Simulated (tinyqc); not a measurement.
Schottky barrier with interface states (Cowley-Sze model), image lowering and contact resistance: one step, computed by the program tinyqc. Command: `OMP_NUM_THREADS=1 python tinyqc.py 3008044 3008045 out.jsonl pinning walk`. One thread of a shared host (Intel(R) Xeon(R) Processor @ 2.30GHz), about 0.01 s of CPU time with the checks.

An n-type semiconductor under a metal. The barrier lies between the Schottky-Mott limit phi_M - chi and the Bardeen limit E_g - E_n, E_n being the neutrality level of the interface states; the space-charge term of the full Cowley-Sze expression is left out.

Question. Depletion layer and image lowering under reverse bias. N_c = 2 M_c (2 pi m_e k_B T/h^2)^(3/2); xi = E_c - E_F solves N = N_c F_1/2(-xi/k_B T) (bisection; full ionisation). F_1/2(eta) = (2/sqrt(pi)) int_0^infinity sqrt(x)/(1 + exp(x - eta)) dx, by the trapezoid rule in t = sqrt(x) with step 0.02 up to t = 12 (for eta < -12 by exp(eta) - exp(2 eta)/2^(3/2)). V_bi = phi_B - xi; W = sqrt(2 eps_s eps_0 (V_bi + V_r - k_B T/e)/(e N)); field at the metal E_m = e N W/(eps_s eps_0); image lowering sqrt(e E_m/(4 pi eps_s eps_0)).

Inputs (values chosen for the exercise, for a model semiconductor):
```
quantity                     value   unit
gap E_g                      0.723     eV
dielectric constant eps_s     17.4      -
electron mass m_e            0.032    m_0
valleys M_c                      1      -
donor density N            2.3e+19  cm^-3
temperature T                  300      K
reverse bias V_r               4.3      V
```

Pinning factor from: interface states.

barrier phi_B = 0.3256456 eV

Constants: k_B = 8.617333262e-05 eV/K; m_0 = 9.1093837015e-31 kg; k_B = 1.380649e-23 J/K; h = 6.62607015e-34 J s; eps_0 = 8.8541878128e-12 F/m; e = 1.602176634e-19 C.

Give: N_c; xi; built-in voltage V_bi; depletion width W; field E_m; image lowering.

Answer.

N_c = 1.436e+17 cm^-3

xi = -0.9210 eV

built-in voltage V_bi = 1.247 V

depletion width W = 21.49 nm

field E_m = 5.139e+06 V/cm

image lowering = 0.2062 eV

Caution: the field is near or above breakdown for such a gap, so avalanche or tunnelling current would take over. Caution: the image lowering is a large part of the barrier, so these depletion and emission formulas are rough. Caution: the field is near breakdown. Caution: the semiconductor is degenerate: the k_B T/e term in W and the parabolic band are then rough. Caution: E_00 = (e hbar/2) sqrt(N/(m_e eps_s eps_0)) is above 0.3 k_B T, so tunnelling through the barrier adds to the thermionic currents, most of all under reverse bias.
